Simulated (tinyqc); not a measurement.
Tight binding, dimerised chain, step by step. One step of it, computed by the program tinyqc.

Problem. Levels at X. Diagonalise the Hermitian matrix.

H(k) at X (eV):
```
          A          B
A  0.240000   1.340000
B  1.340000  -0.240000
```

Give: eigenvalues; weights |c|^2 of the basis functions.

Solution.

eigenvalues (eV): -1.3613  1.3613

weights |c|^2 of the basis functions:
```
   band 1  band 2
A  0.4119  0.5881
B  0.5881  0.4119
```
